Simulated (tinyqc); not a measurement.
## Gain of the pnp from the holding current

Question. On state with both base-emitter voltages at Von: npn base current Ib = (Von/Rs + bp Von/Rw)/(bn bp - 1), holding current Ih = (bn + 1) Ib + Von/Rs. Find bp.

Parameters, values chosen for the exercise: current gain of the npn bn = 12; substrate resistance shunting the npn Rs = 120 ohm; well resistance shunting the pnp Rw = 1000 ohm; base-emitter voltage in the on state Von = 0.67 V.

Ih = 8.4037143 mA

Solution. Ih gives Ib, and Ib (bn bp - 1) = Von/Rs + bp Von/Rw is linear in bp.

bp = 3.00

Numbers from tinyqc (`OMP_NUM_THREADS=1 python tinyqc.py 2670013 2670014 out.jsonl`; about 0.04 s on one thread of a shared Intel Xeon 2.30GHz).
